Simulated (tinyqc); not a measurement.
Inside a calculation. Model: read current of a NAND string, cells in series solved by shooting.

Computed by the program tinyqc: `OMP_NUM_THREADS=1 python tinyqc.py 2142134 2142135 out.jsonl`, one thread of a shared Intel Xeon 2.30GHz, about 0.4 s for the whole run. Printed values are rounded.

Cells in series, numbered from 0 at the source line (0 V) to the bit line, each followed by a gap resistance Rg. A cell with gate Vg, threshold VT, source Vs and drain Vd passes I = 2 nf K Vt^2 [F(Vs) - F(Vd)]/(1 + th max(Vg - VT, 0)), F(V) = ln^2(1 + exp((Vg - VT - nf V)/(2 nf Vt))). The selected cell has Vg = Vr, the others Vg = Vp.

Values chosen for this exercise; values of the order met in vertical NAND strings:
- T = 358 K (temperature)
- K = 12 uA/V^2 (gain factor of a cell)
- nf = 1.6 (slope factor)
- th = 0.07 1/V (mobility reduction factor)
- Rg = 29 kohm (resistance of the gap between cells)
- Vbl = 0.4 V (bit-line voltage)
- Vp = 5.7 V (pass voltage)
- Vr = 3.83 V (read voltage on the selected word line)

Constants: q = 1.602176634e-19 C, kB = 1.380649e-23 J/K, Vt = kB T/q. Results are converted to the units shown.

## Step 1: node voltages for a trial current

first trial current = 0.76 uA

| cell | thresholds from the source end (V) |
|---|---|
| 0 | -2.1 |
| 1 | 2.5 |
| 2 | 4.3 |
| 3 | -2.1 |
| 4 | -2.1 |
| 5 | -2.1 |

For a trial current I start at 0 V and, cell by cell (the selected one is cell 1), solve for the drain: sqrt(F(Vd)) = sqrt(F(Vs) - I/k), k = 2 nf K Vt^2/(1 + th max(Vg - VT, 0)), Vd = [Vg - VT - 2 nf Vt ln(exp(sqrt F) - 1)]/nf, then add I Rg.

| cell | node voltage after each cell and gap, trial 1 (V) |
|---|---|
| 0 | 0.03460920 |
| 1 | 0.1129528 |
| 2 | 0.1943378 |
| 3 | 0.2294703 |
| 4 | 0.2647021 |
| 5 | 0.3000350 |

## Step 2: node voltages for a trial current

second trial current = 0.95 uA

As before.

| cell | node voltage after each cell and gap, trial 2 (V) |
|---|---|
| 0 | 0.04326657 |
| 1 | 0.1427372 |
| 2 | 0.2486760 |
| 3 | 0.2927903 |
| 4 | 0.3370647 |
| 5 | 0.3815029 |

## Course of the secant iteration

Secant steps on the end voltage less Vbl, from the two trials; a trial above the saturation current of a cell has no solution and is moved halfway to the previous trial. Stop below 1e-9 V.

Course of the iteration:

| iteration | I (uA) | end voltage - Vbl (V) | halvings |
|---|---|---|---|
| 1 | 0.9931392 | 4.86e-4 | 0 |
| 2 | 0.9920337 | -2.45e-6 | 0 |
| 3 | 0.9920393 | -3.26e-10 | 0 |

Converged in 3 iterations to I = 0.99204 uA. The selected cell takes 18.9 % of the bit-line voltage and the gaps together 43.2 %.
